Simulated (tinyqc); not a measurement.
Donor or exciton in a quantum well (variational effective-mass method): one step, computed by the program tinyqc. Command: `OMP_NUM_THREADS=1 python tinyqc.py 3016916 3016917 out.jsonl welldonor walk`. One thread of a shared host (Intel(R) Xeon(R) Processor @ 2.30GHz), about 0.2 s of CPU time with the checks.

H = -nabla^2 - 2/|r - r_i| + V(z) in effective units; trial function psi = f(z) exp(-|r - r_i|/lambda), f the ground state of the well. Mass and screening are the same in well and barrier; l = L/a* is the width in effective units. Bands are flat: no polarisation or applied field.

Question. The subband. k solves k tan(k l/2) = sqrt(v - k^2), v = V_0/Ry*, 0 < k l/2 < pi/2 (bisection); f = cos(k z) inside and cos(k l/2) exp(-kappa (|z| - l/2)) outside, kappa = sqrt(v - k^2); subband energy k^2 Ry*.

Inputs (values chosen for the exercise, for a model semiconductor): barrier height V_0 = 0.14 eV.

Centre: donor. Barriers: finite.

l = 1.910937

Ry* = 14.03919 meV

Give: k; subband energy; kappa.

Answer.

k = 1.2265 1/a*

subband energy = 21.120 meV

kappa = 2.9099 1/a*
